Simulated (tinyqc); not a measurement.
Inside a calculation. Model: off-state leakage of single and stacked transistors.

Computed by the program tinyqc: `OMP_NUM_THREADS=1 python tinyqc.py 2242004 2242005 out.jsonl`, one thread of a shared Intel Xeon 2.30GHz, about 0.03 s for the whole run. Printed values are rounded.

n-channel devices of unit width. Subthreshold current I(Vg, Vs, Vd) = I0 (T/300 K)^0.5 exp[(Vg - Vs - VT(T) - gb (Vs - Vb) + dd (Vd - Vs))/(nf Vt)] (1 - exp(-(Vd - Vs)/Vt)), VT(T) = VT - cT (T - 300 K). Gate-edge tunnelling Ig (Vd/1 V) exp(ag (Vd - 1 V)), for a gate at 0 V, and band-to-band leakage Ab u exp(-Bb/u), u = Vd - Vb + 1 V, flow at a drain held at V; both are taken as independent of T. In a stack of off transistors (all gates at 0 V) the same subthreshold current passes through each.

Inputs (values chosen for the exercise); values of the order met in bulk silicon logic transistors: temperature T = 300 K; supply voltage V = 1 V; threshold at 300 K, zero drain and body bias VT = 0.3 V; fall of the threshold with temperature cT = 0.8 mV/K; current at threshold at 300 K I0 = 0.64 uA/um; slope factor nf = 1.25; drain-induced lowering per volt dd = 0.11; rise of the threshold per volt of source-body bias gb = 0.21; gate-edge tunnelling current at 1 V Ig = 0.0001 uA/um; exponential slope of the gate current ag = 3.5 1/V; prefactor of band-to-band leakage at the drain Ab = 5 uA/(um V); its exponential voltage Bb = 24 V; body voltage Vb = 0 V.

Constants: q = 1.602176634e-19 C, kB = 1.380649e-23 J/K, Vt = kB T/q. Results are converted to the units shown.

## Leakage of one transistor

Vg = Vs = 0, Vd = V; effective threshold VT(T) - gb Vb - dd V.

effective threshold = 0.19 V
parts (nA/um): subthreshold 1.78934, gate edge 0.1, band-to-band 0.0614421
total = 1.95078 nA/um
shares (%): subthreshold 91.7242, gate edge 5.12615, band-to-band 3.14962

The subthreshold part is the largest.

## Starting value

Vx = dd V/(1 + gb + 2 dd), the solution for Vx well above Vt, rounded to three decimals.

Vx at the start = 0.077 V

## Iteration 1: new Vx

Stack of two, Vx the node between them: I_low = I(0, 0, Vx), I_up = I(0, Vx, V), f = ln(I_up/I_low), f' = -(1 + gb + 2 dd)/(nf Vt) - 1/(Vt (exp(Vx/Vt) - 1)) - 1/(Vt (exp((V - Vx)/Vt) - 1)), Vx(new) = Vx - f/f'.

I_low = 0.0733694 nA/um
I_up = 0.0770390 nA/um
f = 0.0488049
f' = -46.3251 1/V
Vx after iteration 1 = 0.0780535 V

## Iteration 2: new Vx

As before.

I_low = 0.0737906 nA/um
I_up = 0.0737940 nA/um
f = 4.61935e-5
f' = -46.2380 1/V
Vx after iteration 2 = 0.0780545 V

## Course of the iteration

Stop when the step is below 1e-11 V, or after 40 iterations.

Course of the iteration:
```
iteration,Vx before the step (V),step (V)
1,0.077,1.05e-3
2,0.0780535,9.99e-7
3,0.0780545,8.72e-13
```

Converged in 3 iterations. The subthreshold current of the stack is 0.07379 nA/um, 24.2 times less than that of one transistor (the drain leakage is unchanged); the estimate exp[dd V (1 + gb + dd)/((1 + gb + 2 dd) nf Vt)] gives 23.2.
